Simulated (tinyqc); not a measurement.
Epitaxial growth on a vicinal surface: Burton-Cabrera-Frank step flow, step-edge barrier and island nucleation: one step, computed by the program tinyqc. Command: `OMP_NUM_THREADS=1 python tinyqc.py 3024124 3024125 out.jsonl stepflow walk`. One thread of a shared host (Intel(R) Xeon(R) Processor @ 2.30GHz), about 0.01 s of CPU time with the checks.

Adatoms land at rate F, hop on a square grid (a simplification for hexagonal faces), desorb, or join steps. Lengths are in units of a and n is the adatom coverage. Steps ascend at x = 0 and descend at x = l.

Task: Terrace solution. D n'' - n/tau + F = 0 with n(0) = n_eq and -l_s n'(l) = n(l) - n_eq. With u = n - F tau, A = n_eq - F tau, y = l/x_s, s = l_s/x_s: u = A cosh(x/x_s) + B sinh(x/x_s), B = A (1 - cosh y - s sinh y)/(sinh y + s cosh y). Flux into the ascending step J+ = D B/x_s, over the descending one J- = -(D/x_s)(A sinh y + B cosh y); step velocity J+ + J-; growth rate (J+ + J-)/l. For small y: J+ + J- = (F - n_eq/tau) l, J-/J+ = l/(l + 2 l_s). The coverage peaks where n' = 0, tanh(x/x_s) = -B/A.

Inputs (values chosen for the exercise, close to those used for Ge(001)): deposition rate F = 4 layers/s; temperature T = 520 C.

D = 5.831275e+08 a^2/s

lifetime tau = 7679.080 s

diffusion length x_s = 2116101 a

equilibrium coverage n_eq = 3.302079e-07

terrace width l = 10.09428 a

Schwoebel length l_s = 0 a

Give: J+; J-; growth rate; peak coverage; position of the peak.

Result:

J+ = 20.19 atoms per step site and s

J- = 20.19 atoms per step site and s

growth rate = 4.000 layers/s

peak coverage = 4.176e-07

position of the peak = 5.047 a
